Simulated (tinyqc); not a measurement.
Inside a calculation. Method: plane-wave Kohn-Sham cycle with exchange-only LDA in a layered model solid. One step of it, computed by the program tinyqc.

Task: Iteration 2: potential. V_H(G) = 4 pi rho(G)/G^2 for G != 0 (uniform background); v_x = -(3 rho/pi)^(1/3); V = V_ext + V_H + v_x; Fourier components f(G_m) = (1/N) sum_j f(x_j) exp(-i G_m x_j).

A solid whose potential varies along x alone (atomic units):
```
parameter                      value
period a                   12.600000
cross-section of the cell  30.000000
electrons per cell                 4
grid points                       16
plane waves -n..n, n               3
k points                           2
V1 in V1 cos(2 pi x/a)     -0.410000
V2 in V2 cos(4 pi x/a)     -0.280000
```

density after iteration 1 (e/bohr^3): [0.01211969, 0.01227381, 0.01195401, 0.01083744, 0.00994418, 0.00964219, 0.00958896, 0.00957460, 0.00956209, 0.00957460, 0.00958896, 0.00964219, 0.00994418, 0.01083744, 0.01195401, 0.01227381]

Give: Potentials on the grid; V(G_m), m = 0, 1, 2, ....

Result:

Potentials on the grid (hartree):
```
x          V_ext      V_H      v_x        V
0.0000   -0.6900   0.0790  -0.2262  -0.8372
0.7875   -0.5768   0.0729  -0.2272  -0.7310
1.5750   -0.2899   0.0539  -0.2252  -0.4612
2.3625    0.0411   0.0248  -0.2179  -0.1520
3.1500    0.2800  -0.0065  -0.2118   0.0618
3.9375    0.3549  -0.0332  -0.2096   0.1121
4.7250    0.2899  -0.0527  -0.2092   0.0280
5.5125    0.1808  -0.0645  -0.2091  -0.0928
6.3000    0.1300  -0.0685  -0.2090  -0.1475
7.0875    0.1808  -0.0645  -0.2091  -0.0928
7.8750    0.2899  -0.0527  -0.2092   0.0280
8.6625    0.3549  -0.0332  -0.2096   0.1121
9.4500    0.2800  -0.0065  -0.2118   0.0618
10.2375   0.0411   0.0248  -0.2179  -0.1520
11.0250  -0.2899   0.0539  -0.2252  -0.4612
11.8125  -0.5768   0.0729  -0.2272  -0.7310
```

V(G_m), m = 0, 1, 2, ... (hartree): [-0.2159, -0.1727, -0.1386, 0.0001, 0.0003, 0.0002, 0.0000]
